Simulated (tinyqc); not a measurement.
# Changing the temperature T

Model: Heisenberg magnet: exchange from energy differences, ordering vector, linear spin waves and ordering temperature. Computed by tinyqc, a small Python program. Command: `OMP_NUM_THREADS=1 python tinyqc.py 3028379 3028380 out.jsonl magnon sweep`. One thread of a shared host (Intel(R) Xeon(R) Processor @ 2.30GHz), about 0.4 s of CPU time with the checks.

H = -sum over pairs <ij> J_ij S_i.S_j - K sum_i (S_i^z)^2, each pair once, J > 0 ferromagnetic. First neighbours: 6 at a (1, 0, 0), second: 12 at a (1, 1, 0), with all permutations and signs.

Inputs (values chosen for the exercise, for a model magnet): exchange J1 = 10.6 meV; exchange J2 = 0.11 meV; spin S = 0.5; single-ion anisotropy K = 0.098 meV; mesh divisions n = 16.

Lattice: simple cubic. Order: ferromagnetic.

Constants: k_B = 8.617333262e-05 eV/K.

Method:
- J(q) = J1 g1(q) + J2 g2(q), g_s(q) = sum over shell s of cos(q.R).
- g_s(q) = sum over shell s of cos(q.R), z1 = g1(0). E(q) = S [J(0) - J(q)] + (2S - 1) K, J(q) = J1 g1 + J2 g2. The factor 2S - 1 removes the anisotropy for S = 1/2.
- Mesh: q = sum_i (m_i + 1/2)/n b_i, m_i = 0..n-1, b = [[1, 0, 0], [0, 1, 0], [0, 0, 1]] in 2 pi/a; <..> is the mean over the mesh.
- n = 1/(exp(E/(k_B T)) - 1); no zero-point loss; thermal loss <n>; moment = S less the losses.

One run for each value:
```
temperature T (K)  thermal loss  moment <S^z>
47                      0.03418       0.46582
72                      0.07255       0.42745
89                      0.10584       0.39416
110                     0.15382       0.34618
140                     0.23277       0.26723
```

Give the missing row, temperature T (K) = 58.

Computed row:
```
temperature T (K)  thermal loss  moment <S^z>
58                      0.04943       0.45057
```

Interpolating between the two neighbouring rows (linearly) misses most in thermal loss, by 3.3 %. Over the rows, thermal loss rises from 0.0342 to 0.233 (exponent d ln y / d ln x about 1.8 throughout); moment <S^z> falls from 0.466 to 0.267 (exponent d ln y / d ln x -0.16 between the first rows and -1.1 between the last). Bloch's law for a gapless three-dimensional ferromagnet has the exponent 3/2; a gap or a coarse mesh steepens the low rows, and once k_B T nears the band width the exponent sinks towards 1. Left out: 170, 210 (T too near or above the ordering temperature).

Caution (all rows): doubling the mesh changes the thermal sum by more than 3 %, so it is not fully converged. Caution (rows 89.0, 110, 140): with so many magnons their interaction matters and linear theory fails.
